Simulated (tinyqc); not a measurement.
# Worked calculation: thermoelectric coefficients with electrons and holes, Landauer integrals

Program tinyqc, `OMP_NUM_THREADS=1 python tinyqc.py 2800004 2800005 out.jsonl`; Intel Xeon 2.30GHz, shared host, one thread, about 0.03 s. Printed values are rounded.

Bulk parabolic band, x = (E - Ec)/kB T, C = hbar^2/(2 m0), kB T in eV. Modes per area gv m kB T x/(4 pi C) times the back-scattering length l0 x^rr give the transport function s0 X(x), s0 = (2 q^2/h) gv m kB T l0/(4 pi C), X = x^(1 + rr). Holes have the same form with the prefactor bb s0 and the reduced level -eta - xg in place of eta. I_k = int X (x - eta)^k w dx, w = 1/(4 cosh^2((x - eta)/2)).

Parameters, values chosen for the exercise:
```
symbol  value     unit                                                meaning
T         200        K                                            temperature
m         1.1       m0                                     mass of one valley
gv          6                                                         valleys
l0        6.4       nm                        back-scattering length at x = 1
rr        0.5                                  energy exponent of that length
kL          2  W/(m K)                           lattice thermal conductivity
eta       0.3                              reduced Fermi level (EF - Ec)/kB T
xg        2.9                                                   gap over kB T
bb        2.1           ratio of the hole prefactor to the electron prefactor
xa          0                                           lower end of the grid
xe         12                                           upper end of the grid
nE         13                                              points of the grid
```

Constants: q = 1.602176634e-19 C, kB = 1.380649e-23 J/K, hbar = 1.054571817e-34 J s, h = 6.62607015e-34 J s, m0 = 9.1093837015e-31 kg, Vt = kB T/q, hbar^2/(2 m0) = 0.0380998212 eV nm^2. Results are converted to the units shown.

Range of the model: Parabolic bands, elastic scattering and a fixed kL make these model figures, not those of a material.

## The three integrals on a coarse grid

Simpson's rule on nE equally spaced points from xa to xe.

```
point	x	X	w	X w
0	0.00000	0	0.2444583	0
1	1.00000	1	0.2217129	0.2217129
2	2.00000	2.828427	0.1306057	0.3694088
3	3.00000	5.196152	0.05900771	0.3066131
4	4.00000	8	0.02354491	0.1883593
5	5.00000	11.18034	0.008932059	0.09986346
6	6.00000	14.69694	0.003323686	0.04884801
7	7.00000	18.52026	0.001227887	0.02274079
8	8.00000	22.62742	4.524174e-4	0.01023704
9	9.00000	27	1.665303e-4	0.004496319
10	10.00000	31.62278	6.127598e-5	0.001937717
11	11.00000	36.48287	2.254392e-5	8.224670e-4
12	12.00000	41.56922	8.293682e-6	3.447619e-4
```

I_0, I_1, I_2 on this grid: 1.287641  3.338923  12.03766

Converged values are 1.2818, 3.3566 and 12.120; the grid is 0.46 % above the first and 0.68 % below the last.

## Coefficients of the electrons

converged I_0, I_1, I_2: 1.281782  3.356605  12.11952

sigma = s0 I_0, S = -(kB/q) I_1/I_0, Lorenz number L = (kB/q)^2 [I_2/I_0 - (I_1/I_0)^2], kappa_e = L sigma T.

s0 = 1178.118 S/cm
sigma = 1510.090 S/cm
S = -225.6623 uV/K
L = 1.928944 x 1e-8 V^2/K^2
kappa_e = 0.5825758 W/(m K)

L is 21 % below the Sommerfeld value (pi^2/3)(kB/q)^2 = 2.443e-8 V^2/K^2. The non-degenerate form -(kB/q)(2 + rr - eta) gives -190 uV/K, 16 % below S in size.

## Both bands together

converged I_0, I_1, I_2 of the holes: 0.05342281  0.3054581  1.880326

sigma = s0 I_0, S = -(kB/q) I_1/I_0, Lorenz number L = (kB/q)^2 [I_2/I_0 - (I_1/I_0)^2], kappa_e = L sigma T. With both bands: sigma = sigma_n + sigma_p, S = (sigma_n S_n + sigma_p S_p)/sigma with S_p = +(kB/q) I_1/I_0 of the holes, and kappa_e is the sum of L sigma T of both bands and the bipolar term sigma_n sigma_p (S_p - S_n)^2 T/sigma. Power factor S^2 sigma, ZT = S^2 sigma T/(kappa_e + kL).

sigma_p = 132.1706 S/cm
S_p = 492.7173 uV/K
S = -167.8465 uV/K
bipolar kappa = 1.254393 W/(m K)
ZT = 0.2381110

Holes carry 8.05 % of the conductivity and change S from -226 to -168 uV/K. Electrons alone would give ZT = 0.596.
